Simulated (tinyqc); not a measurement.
Inside a calculation. Model: p-i-n junction, non-linear Poisson equation by Newton steps.

Computed by the program tinyqc: `OMP_NUM_THREADS=1 python tinyqc.py 2000061 2000062 out.jsonl`, one thread of a shared Intel Xeon 2.30GHz, about 0.06 s for the whole run. Printed values are rounded; ~0 in a residual or rate marks an entry under 1e-11 of the largest of its column.

One dimension, p side on the left, n side on the right; net doping C = -Na for x < 0, 0 for 0 < x < Li and +Nd beyond. The potential psi is counted from the intrinsic level, and the quasi-Fermi potentials are flat: 0 for holes and -V for electrons, so n = ni exp((psi + V)/Vt) and p = ni exp(-psi/Vt) (Boltzmann statistics, full ionisation, no current).

Values chosen for this exercise; band and dielectric values close to those of gallium arsenide: temperature T = 300 K; band gap Eg = 1.42 eV; relative permittivity eps_r = 12.9; conduction-band density of states at T Nc = 4.47e17 cm^-3; valence-band density of states at T Nv = 9.13e18 cm^-3; acceptor density of the p side Na = 3.7e15 cm^-3; donor density of the n side Nd = 5.7e15 cm^-3; bias of the p side against the n side V = 0 V; width of the undoped layer, from x = 0 to Li Li = 1800 nm.

Constants: q = 1.602176634e-19 C, kB = 1.380649e-23 J/K, Vt = kB T/q, eps0 = 8.8541878128e-14 F/cm where lengths are in cm. Results are converted to the units shown.

## Intrinsic density, end potentials and Debye lengths

ni = sqrt(Nc Nv) exp(-Eg/(2 Vt)), Eg in volts; psi_p = -Vt ln(Na/ni), psi_n = Vt ln(Nd/ni) - V; Debye length sqrt(eps0 eps_r Vt/(q N)).

ni = 2.38734e6 cm^-3
psi_p = -0.547065 V
psi_n = 0.558237 V
Debye length, p side = 70.5765 nm
Debye length, n side = 56.8622 nm

## Net doping on the mesh

x, node 0 to 18 (nm): -1260  -1030  -819  -632  -464  -313  -177  -55  55  182  329  498  693  919  1180  1480  1830  2230  2690

C = -Na for x < 0, 0 for 0 < x < Li and +Nd beyond, taken at the nodes.

net doping C, node 0 to 18 (cm^-3): -3.7e15  -3.7e15  -3.7e15  -3.7e15  -3.7e15  -3.7e15  -3.7e15  -3.7e15  0  0  0  0  0  0  0  0  5.7e15  5.7e15  5.7e15

## Couplings between neighbouring nodes

a_i = eps0 eps_r/h_i for the interval from node i to i + 1, with h_i = x_(i+1) - x_i in cm.

coupling a_i, interval 0 to 17 (F/cm^2): 4.96604e-8  5.41322e-8  6.10797e-8  6.79875e-8  7.56417e-8  8.39846e-8  9.36221e-8  1.03835e-7  8.99362e-8  7.77000e-8  6.75852e-8  5.85739e-8  5.05394e-8  4.37621e-8  3.80730e-8  3.26340e-8  2.85548e-8  2.48302e-8

## Starting potential

psi_p = -Vt ln(Na/ni) on nodes with x < 0 and psi_n = Vt ln(Nd/ni) - V on the others.

psi at the start, node 0 to 18 (V): -0.547065  -0.547065  -0.547065  -0.547065  -0.547065  -0.547065  -0.547065  -0.547065  0.558237  0.558237  0.558237  0.558237  0.558237  0.558237  0.558237  0.558237  0.558237  0.558237  0.558237

## Iteration 1: densities, residual and Jacobian diagonal

n_i = ni exp((psi_i + V)/Vt), p_i = ni exp(-psi_i/Vt), rho_i = p_i - n_i + C_i, g_i = (n_i + p_i)/Vt. Box widths w_i = (h_(i-1) + h_i)/2 in cm. Residual F_i = a_i (psi_(i+1) - psi_i) - a_(i-1) (psi_i - psi_(i-1)) + q rho_i w_i; Jacobian: a_(i-1) and a_i beside the diagonal, b_i = -a_(i-1) - a_i - q g_i w_i on it. The two end nodes are fixed.

```
node   n (cm^-3)   p (cm^-3)
0     0.00154038      3.7e15
1     0.00154038      3.7e15
2     0.00154038      3.7e15
3     0.00154038      3.7e15
4     0.00154038      3.7e15
5     0.00154038      3.7e15
6     0.00154038      3.7e15
7     0.00154038      3.7e15
8         5.7e15  9.99893e-4
9         5.7e15  9.99893e-4
10        5.7e15  9.99893e-4
11        5.7e15  9.99893e-4
12        5.7e15  9.99893e-4
13        5.7e15  9.99893e-4
14        5.7e15  9.99893e-4
15        5.7e15  9.99893e-4
16        5.7e15  9.99893e-4
17        5.7e15  9.99893e-4
18        5.7e15  9.99893e-4
```

```
node  residual F (C/cm^2)  diagonal b (F/cm^2)
1                      ~0          -6.09415e-7
2                      ~0          -5.71534e-7
3                      ~0          -5.36088e-7
4                      ~0          -5.09374e-7
5                      ~0          -4.88682e-7
6                      ~0          -4.73413e-7
7              1.14770e-7          -4.63454e-7
8             -1.25591e-7          -6.12382e-7
9             -1.25114e-8          -6.51599e-7
10            -1.44292e-8          -7.03432e-7
11            -1.66210e-8          -7.69087e-7
12            -1.92237e-8          -8.52720e-7
13            -2.22374e-8          -9.54483e-7
14            -2.56164e-8          -1.07272e-6
15            -2.96803e-8          -1.21879e-6
16                     ~0          -1.38590e-6
17                     ~0          -1.57239e-6
```

## Iteration 1: Newton step

Solve the tridiagonal system a_(i-1) d_(i-1) + b_i d_i + a_i d_(i+1) = -F_i for nodes 1 to 17, with d = 0 on fixed nodes. Half of the step is added while the largest |d| exceeds 1.5 Vt, the full step after that.

Newton step d, before damping, node 1 to 17 (V): 0.000001  0.000016  0.000151  0.001180  0.007809  0.044373  0.217375  -0.175091  -0.046728  -0.028178  -0.026057  -0.025866  -0.025852  -0.025828  -0.025175  -0.000593  -0.000011
psi after iteration 1, node 0 to 18 (V): -0.547065  -0.547064  -0.547057  -0.546989  -0.546475  -0.543161  -0.524878  -0.438378  0.470691  0.534873  0.544148  0.545208  0.545303  0.545311  0.545323  0.545649  0.557940  0.558231  0.558237

## Iteration 2: densities, residual and Jacobian diagonal

As before.

```
node   n (cm^-3)   p (cm^-3)
0     0.00154038      3.7e15
1     0.00154042  3.69990e15
2     0.00154086  3.69883e15
3     0.00154489  3.68918e15
4     0.00157593  3.61653e15
5     0.00179149  3.18136e15
6     0.00363367  1.56849e15
7       0.103155  5.52505e13
8     1.92829e14   0.0295567
9     2.30875e15  0.00246860
10    3.30516e15  0.00172439
11    3.44351e15  0.00165511
12    3.45628e15  0.00164899
13    3.45725e15  0.00164853
14    3.45883e15  0.00164778
15    3.50280e15  0.00162710
16    5.63500e15  0.00101143
17    5.69881e15  0.00100010
18        5.7e15  9.99893e-4
```

```
node  residual F (C/cm^2)  diagonal b (F/cm^2)
1             5.14157e-18          -6.09401e-7
2             5.88050e-16          -5.71389e-7
3             4.51162e-14          -5.34897e-7
4             2.44289e-12          -5.01123e-7
5             9.23078e-11          -4.42558e-7
6              2.15753e-9          -3.03004e-7
7              7.95213e-8          -2.01430e-7
8             -8.89874e-8          -2.07933e-7
9             -1.01193e-8          -3.63663e-7
10            -9.01585e-9          -4.68928e-7
11            -1.01072e-8          -5.14568e-7
12            -1.16618e-8          -5.60011e-7
13            -1.34876e-8          -6.16031e-7
14            -1.55324e-8          -6.83118e-7
15            -1.78506e-8          -7.76235e-7
16           -2.24396e-12          -1.37080e-6
17           -8.51760e-16          -1.57207e-6
```

## Iteration 2: Newton step

As before.

Newton step d, before damping, node 1 to 17 (V): 0.000003  0.000038  0.000353  0.002745  0.017835  0.090410  0.253564  -0.355469  -0.125149  -0.044057  -0.028403  -0.026130  -0.025867  -0.025748  -0.024284  -0.000580  -0.000011
psi after iteration 2, node 0 to 18 (V): -0.547065  -0.547063  -0.547038  -0.546813  -0.545103  -0.534243  -0.479673  -0.311596  0.292956  0.472298  0.522119  0.531006  0.532239  0.532377  0.532448  0.533507  0.557650  0.558226  0.558237

## Course of the Newton iteration

Stop when the largest undamped |d| is below 1e-9 V, or after 80 iterations.

Course of the iteration:
```
iteration  largest |F| (C/cm^2)  largest |d| (V)  at node
1                       1.26e-7            0.217        7
2                       8.90e-8            0.355        8
3                       4.66e-8            0.355        8
4                       2.33e-8            0.358        9
5                       1.17e-8            0.352       10
6                       5.83e-9            0.333       11
7                       3.17e-9            0.293       12
8                       2.09e-9            0.211       12
9                       1.23e-9            0.130       13
10                     7.79e-10           0.0709       13
11                     4.09e-10           0.0361       13
12                     1.01e-11          1.97e-4       15
13                     1.90e-14          1.58e-7        8
14                     3.21e-20         2.22e-13        8
```

Converged in 14 iterations. Once the step is below 0.1 Vt, 2 more iteration(s) reach the threshold: near the solution the error is roughly squared each time.

## Converged densities, field and charge

converged psi, node 0 to 18 (V): -0.547065  -0.547065  -0.547063  -0.547043  -0.546895  -0.545941  -0.540775  -0.518500  -0.454126  -0.381948  -0.298579  -0.202743  -0.092162  0.035997  0.184004  0.354128  0.552944  0.558140  0.558237

n and p as above; field E_i = -(psi_(i+1) - psi_i)/h_i on each interval; charge on either side of the peak Q = eps0 eps_r |E|max (Gauss).

```
node   n (cm^-3)   p (cm^-3)
0     0.00154038      3.7e15
1     0.00154039  3.69997e15
2     0.00154052  3.69966e15
3     0.00154168  3.69687e15
4     0.00155055  3.67573e15
5     0.00160880  3.54264e15
6     0.00196469  2.90091e15
7     0.00465052  1.22554e15
8      0.0560969  1.01599e14
9       0.915116  6.22805e12
10       23.0149  2.47639e11
11       937.537   6.07911e9
12       67554.2   8.43676e7
13     9.60810e6   5.93186e5
14     2.94476e9     1935.44
15    2.12325e12     2.68428
16    4.64480e15  0.00122705
17    5.67881e15  0.00100362
18        5.7e15  9.99893e-4
```

field E, interval 0 to 17 (kV/cm): -0.00001  -0.00010  -0.00104  -0.00883  -0.06314  -0.37989  -1.82584  -5.85219  -5.68331  -5.67134  -5.67079  -5.67078  -5.67077  -5.67077  -5.67079  -5.68047  -0.12990  -0.00209
peak |E| = 5.85219 kV/cm
charge Q = 6.68431 nC/cm^2

A mesh of more than 1000 nodes gives a peak field of 6.172 kV/cm; the 19-node value is 5.2 % below it.
